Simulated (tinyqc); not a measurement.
Carrier statistics of a doped semiconductor with parabolic bands: one step. Effective densities of states. Four cases, with inputs chosen for the exercise.

Question. m_de = Mv^(2/3) (ml mt^2)^(1/3); m_dh = (mhh^(3/2) + mlh^(3/2))^(2/3); N = 2 (m kB T/(4 pi c))^(3/2) with c = hbar^2/2m0, in 1/angstrom^3; times 1e24 for 1/cm^3.

Constants: hbar^2/2m0 = 3.80998211 eV angstrom^2.

Give: m_de; m_dh; Nc; Nv.

Case 1.

Values chosen (near those of Si; not measured data):
- ml = 0.942 m0 (longitudinal electron mass)
- mt = 0.193 m0 (transverse electron mass)
- Mv = 6 (equivalent valleys)
- mhh = 0.539 m0 (heavy-hole mass)
- mlh = 0.149 m0 (light-hole mass)

kT = 0.00663535 eV

Answer.

m_de = 1.0810 m0
m_dh = 0.5900 m0
Nc = 3.6674e+18 1/cm^3
Nv = 1.4789e+18 1/cm^3

The light holes supply 12.7 % of Nv, and Nc/Nv = 2.48.

Case 2.

Values chosen (near those of InSb; not measured data):
- ml = 0.0132 m0 (longitudinal electron mass)
- mt = 0.0132 m0 (transverse electron mass)
- Mv = 1 (equivalent valleys)
- mhh = 0.438 m0 (heavy-hole mass)
- mlh = 0.0151 m0 (light-hole mass)

kT = 0.02154333 eV

Answer.

m_de = 0.0132 m0
m_dh = 0.4399 m0
Nc = 2.8951e+16 1/cm^3
Nv = 5.5691e+18 1/cm^3

The light holes supply 0.6 % of Nv, and Nc/Nv = 0.0052.

Case 3.

Values chosen (near those of GaP; not measured data):
- ml = 2.01 m0 (longitudinal electron mass)
- mt = 0.252 m0 (transverse electron mass)
- Mv = 3 (equivalent valleys)
- mhh = 0.792 m0 (heavy-hole mass)
- mlh = 0.141 m0 (light-hole mass)

kT = 0.00663535 eV

Answer.

m_de = 1.0473 m0
m_dh = 0.8312 m0
Nc = 3.4974e+18 1/cm^3
Nv = 2.4727e+18 1/cm^3

The light holes supply 7.0 % of Nv, and Nc/Nv = 1.41.

Case 4.

Values chosen (near those of InSb; not measured data):
- ml = 0.0137 m0 (longitudinal electron mass)
- mt = 0.0137 m0 (transverse electron mass)
- Mv = 1 (equivalent valleys)
- mhh = 0.425 m0 (heavy-hole mass)
- mlh = 0.0147 m0 (light-hole mass)

kT = 0.05902873 eV

Answer.

m_de = 0.0137 m0
m_dh = 0.4268 m0
Nc = 1.3884e+17 1/cm^3
Nv = 2.4143e+19 1/cm^3

The light holes supply 0.6 % of Nv, and Nc/Nv = 0.00575.

Computed by tinyqc, one run a case: `OMP_NUM_THREADS=1 python tinyqc.py N N+1 out.jsonl` with N = 1651608, 1651887, 1651941, 1652055; one thread of a shared Intel(R) Xeon(R) Processor @ 2.30GHz, about 0.02 s a run at most.
